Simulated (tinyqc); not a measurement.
UHF in the sto-6g basis, for H6, spin multiplicity 1, step by step. One step of it, computed by the program tinyqc.

Task: Iteration 1: diagonalisation and new density. Diagonalise F' = X^T F X, C = X C', fill 3 alpha and 3 beta electrons from the bottom; D(s) = C_occ C_occ^T. Each column has its largest component positive (the first on a tie).

F(alpha) (hartree):
```
,1H 1s,2H 1s,3H 1s,4H 1s,5H 1s,6H 1s
1H 1s,-0.061622,-0.197227,-0.092218,-0.005959,0.010445,0.004101
2H 1s,-0.197227,-0.049376,-0.306367,-0.043844,0.001555,-0.006971
3H 1s,-0.092218,-0.306367,0.108768,-0.185700,-0.062527,-0.004446
4H 1s,-0.005959,-0.043844,-0.185700,-0.066167,-0.266491,-0.051224
5H 1s,0.010445,0.001555,-0.062527,-0.266491,-0.261271,-0.387777
6H 1s,0.004101,-0.006971,-0.004446,-0.051224,-0.387777,-0.345916
```

F(beta) (hartree):
```
,1H 1s,2H 1s,3H 1s,4H 1s,5H 1s,6H 1s
1H 1s,-0.345787,-0.387691,-0.051316,-0.004429,-0.007009,0.004063
2H 1s,-0.387691,-0.261128,-0.266827,-0.062563,0.001536,0.010399
3H 1s,-0.051316,-0.266827,-0.066309,-0.185694,-0.043777,-0.005942
4H 1s,-0.004429,-0.062563,-0.185694,0.108946,-0.306167,-0.092142
5H 1s,-0.007009,0.001536,-0.043777,-0.306167,-0.049259,-0.197278
6H 1s,0.004063,0.010399,-0.005942,-0.092142,-0.197278,-0.061955
```

X:
```
,1H 1s,2H 1s,3H 1s,4H 1s,5H 1s,6H 1s
1H 1s,1.055652,-0.209442,0.036253,-0.005969,0.001383,-0.000243
2H 1s,-0.209442,1.144596,-0.267825,0.039591,-0.008155,0.001383
3H 1s,0.036253,-0.267825,1.147889,-0.225939,0.039551,-0.005967
4H 1s,-0.005969,0.039591,-0.225939,1.147630,-0.267398,0.036209
5H 1s,0.001383,-0.008155,0.039551,-0.267398,1.144331,-0.209404
6H 1s,-0.000243,0.001383,-0.005967,0.036209,-0.209404,1.055645
```

Give: F' = X^T F X; orbital energies; coefficients C; F' = X^T F X; orbital energies; coefficients C; D(alpha) after iteration 1; D(beta) after iteration 1.

Result:

F' = X^T F X (alpha) (hartree):
```
,1,2,3,4,5,6
1,0.0142,-0.2259,0.0237,-0.0085,0.0116,0.0035
2,-0.2259,0.2123,-0.4456,0.0848,-0.0055,-0.0066
3,0.0237,-0.4456,0.4107,-0.2888,0.0435,-0.0100
4,-0.0085,0.0848,-0.2888,0.1562,-0.2952,0.0870
5,0.0116,-0.0055,0.0435,-0.2952,-0.0203,-0.3566
6,0.0035,-0.0066,-0.0100,0.0870,-0.3566,-0.2255
```

orbital energies (alpha) (hartree): MO1 -0.5164, MO2 -0.2731, MO3 -0.1224, MO4 0.0994, MO5 0.4267, MO6 0.9334

coefficients C (alpha):
```
,MO1,MO2,MO3,MO4,MO5,MO6
1H 1s,-0.0142,0.3807,-0.3629,0.8421,-0.2887,0.3007
2H 1s,0.0090,0.5099,-0.2085,-0.4074,0.5007,-0.8409
3H 1s,0.0267,0.3764,0.0853,-0.4049,-0.1778,1.0479
4H 1s,0.0822,0.2110,0.6403,0.1617,-0.6831,-0.6990
5H 1s,0.5325,0.0022,0.2632,0.3060,0.9122,0.3847
6H 1s,0.6448,-0.1472,-0.5315,-0.2930,-0.5732,-0.1593
```

F' = X^T F X (beta) (hartree):
```
,1,2,3,4,5,6
1,-0.2254,-0.3567,0.0871,-0.0100,-0.0066,0.0035
2,-0.3567,-0.0198,-0.2958,0.0436,-0.0055,0.0115
3,0.0871,-0.2958,0.1565,-0.2888,0.0847,-0.0085
4,-0.0100,0.0436,-0.2888,0.4104,-0.4452,0.0237
5,-0.0066,-0.0055,0.0847,-0.4452,0.2120,-0.2258
6,0.0035,0.0115,-0.0085,0.0237,-0.2258,0.0138
```

orbital energies (beta) (hartree): MO1 -0.5163, MO2 -0.2731, MO3 -0.1226, MO4 0.0993, MO5 0.4273, MO6 0.9330

coefficients C (beta):
```
,MO1,MO2,MO3,MO4,MO5,MO6
1H 1s,0.6447,-0.1474,-0.5316,-0.2929,-0.5729,-0.1599
2H 1s,0.5324,0.0021,0.2629,0.3058,0.9122,0.3862
3H 1s,0.0825,0.2108,0.6402,0.1619,-0.6826,-0.7001
4H 1s,0.0267,0.3762,0.0856,-0.4051,-0.1790,1.0473
5H 1s,0.0091,0.5098,-0.2081,-0.4080,0.5015,-0.8398
6H 1s,-0.0141,0.3813,-0.3630,0.8418,-0.2888,0.3003
```

D(alpha) after iteration 1:
```
,1H 1s,2H 1s,3H 1s,4H 1s,5H 1s,6H 1s
1H 1s,0.2768,0.2696,0.1120,-0.1532,-0.1022,0.1276
2H 1s,0.2696,0.3036,0.1744,-0.0252,-0.0490,0.0415
3H 1s,0.1120,0.1744,0.1497,0.1362,0.0375,-0.0836
4H 1s,-0.1532,-0.0252,0.1362,0.4612,0.2128,-0.3183
5H 1s,-0.1022,-0.0490,0.0375,0.2128,0.3528,0.2031
6H 1s,0.1276,0.0415,-0.0836,-0.3183,0.2031,0.7199
```

D(beta) after iteration 1:
```
,1H 1s,2H 1s,3H 1s,4H 1s,5H 1s,6H 1s
1H 1s,0.7200,0.2032,-0.3182,-0.0838,0.0413,0.1277
2H 1s,0.2032,0.3526,0.2127,0.0375,-0.0488,-0.1022
3H 1s,-0.3182,0.2127,0.4611,0.1363,-0.0250,-0.1531
4H 1s,-0.0838,0.0375,0.1363,0.1496,0.1742,0.1120
5H 1s,0.0413,-0.0488,-0.0250,0.1742,0.3033,0.2698
6H 1s,0.1277,-0.1022,-0.1531,0.1120,0.2698,0.2774
```
